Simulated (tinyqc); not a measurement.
Two-dimensional electron gas with Rashba and Dresselhaus coupling, step by step. Values are carried at full precision from step to step, so a last printed digit may differ when a step is redone from the rounded ones.

H = c k^2/m + al (ky sx - kx sy) + b1 (kx sx - ky sy) + gam kx ky (kx sy - ky sx), s the Pauli matrices, x = [100], c = hbar^2/2m0, b1 = gam (pi/L)^2 (hard walls). H = c k^2/m + B.s, so E = c k^2/m -/+ |B| and the lower state has its spin along -B.

Constants: hbar^2/2m0 = 3.80998211 eV angstrom^2; hbar = 6.58211957e-16 eV s.

Parameters, chosen for this exercise (of the size met in InAs; not measured data):
```
symbol  value   unit           meaning
m       0.0281  m0             mass
al      0.36    eV angstrom    Rashba constant
gam     24.6    eV angstrom^3  bulk Dresselhaus constant
L       239     angstrom       width of the (001) well
n       7       1e11/cm^2      sheet density (one subband filled)
phi     30      degrees        angle of k from [100]
```

## Scales

b1; mean Fermi wave vector k0 = sqrt(2 pi n) (1e11/cm^2 = 1e-5/angstrom^2); E0 = c k0^2/m; b3 = gam k0^2/4; kR = al m/(2c) and ER = al kR/2, the shift and depth of a pure Rashba band.

b1 = 0.004250 eV angstrom
k0 = 0.020972 1/angstrom
E0 = 59.634 meV
b3 = 0.002705 eV angstrom
kR = 0.001328 1/angstrom
ER = 0.2390 meV

The ratio al/(b1 - b3) is 232.92; kR is 6.3 % of k0.

## Spin-orbit field at one point of the Fermi circle

k = k0 (cos phi, sin phi). Form B, the splitting 2|B| and the direction of the lower spin, atan2(-By, -Bx).

Bx, By (meV): 3.8030  -6.4979

splitting = 15.0580 meV
direction of the lower spin = 120.3 degrees

## The matrix

H = [[E0, Bx - i By], [Bx + i By, E0]] in meV; diagonalise. Precession period h/(2|B|) = 2 pi hbar/(splitting).

H (meV):
```
                  up            down
up           59.6341  3.8030+6.4979i
down  3.8030-6.4979i         59.6341
```

levels (meV): 52.1051  67.1631

period = 0.275 ps

## The two wave vectors at the energy E0 along this direction

Solve c k^2/m -/+ |B(k)| = E0. The spin turns by (k_outer - k_inner) per length, so a half turn takes pi/(difference).

k (1/angstrom): outer 0.022335, inner 0.019688

difference = 0.002647 1/angstrom
length of a half turn = 118.7 nm

For linear terms alone the difference is (m/c)|B|/k, whatever the energy: every electron along this direction turns alike, the basis of the spin transistor. The cubic term makes it depend on density.

## Checks

- Difference of the Fermi wave vectors without Dresselhaus terms against al m/c: both 0.0026551.

(tinyqc, `OMP_NUM_THREADS=1 python tinyqc.py 1452784 1452785 out.jsonl`, Intel(R) Xeon(R) Processor @ 2.30GHz, 1 thread, shared host, about 0.01 s.)
